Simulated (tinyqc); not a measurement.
# CMOS inverter, nodal equation and switching: effect of the temperature

An n-channel pull-down (bn, VTn) and a p-channel pull-up (bp, VTp) share the input Vin and the output node Vout, which carries the load C. Transistor (EKV form, voltages against the body): I = 2 n b Vt^2 [F(vp - Vs) - F(vp - Vd)] from drain to source, F(v) = ln^2(1 + exp(v/(2 Vt))), vp = (Vg - VT + sg |Vd - Vs|)/n. n-channel bodies are at 0; for the p-channel device all voltages are counted down from Vdd. b in uA/V^2 gives I in uA. Static: In = Ip. Transient: C dVout/dt = Ip - In. No velocity saturation, no gate capacitance beyond C.

VM solves In = Ip with Vin = Vout; VIL and VIH are the inputs of gain -1, NML = VIL - Vout(VIH), NMH = Vout(VIL) - VIH. For a step input the delay to Vdd/2 is tHL = C times the integral of dV/(In - Ip) from Vdd/2 to Vdd at Vin = Vdd, and tLH likewise with Ip - In from 0 to Vdd/2 at Vin = 0. Thresholds, gain factors and n are held fixed.

Inputs (values chosen for the exercise): supply voltage Vdd = 0.7 V; slope factor n = 1.21; drain-induced barrier lowering sg = 0.042; n-channel threshold VTn = 0.3 V; p-channel threshold (magnitude) VTp = 0.36 V; gain factor of the pull-down transistor bn = 670 uA/V^2; gain factor of the pull-up transistor bp = 200 uA/V^2; load capacitance C = 0.23 fF.

Constants: q = 1.602176634e-19 C, kB = 1.380649e-23 J/K, Vt = kB T/q. Results are converted to the units shown.

Effect of the temperature:
```
T (K)  VM (V)  gain at VM  NML (V)  NMH (V)  tHL (ps)  tLH (ps)
220    0.2989      -23.81   0.2475   0.3552     1.633     7.434
250    0.2965      -23.81   0.2413   0.3541     1.633     7.433
280    0.2940      -23.80   0.2350   0.3529     1.634     7.430
310    0.2916      -23.79   0.2287   0.3517     1.634     7.426
340    0.2891      -23.75   0.2224   0.3505     1.633     7.420
370    0.2866      -23.67   0.2161   0.3494     1.633     7.410
400    0.2842      -23.53   0.2097   0.3482     1.632     7.397
430    0.2817      -23.29   0.2033   0.3470     1.631     7.380
```

Read the table: what changes, and by how much?

As T goes from 220 to 430 K, VM falls from 0.299 to 0.282 V, the size of the gain falls from 23.8 to 23.3, tHL stays near 1.63 ps and tLH falls from 7.43 to 7.38 ps. The smaller margin is largest, 0.247 V, at T = 220 K among the rows.

Numbers from tinyqc (`OMP_NUM_THREADS=1 python tinyqc.py 2340028 2340029 out.jsonl`; about 0.04 s on one thread of a shared Intel Xeon 2.30GHz).
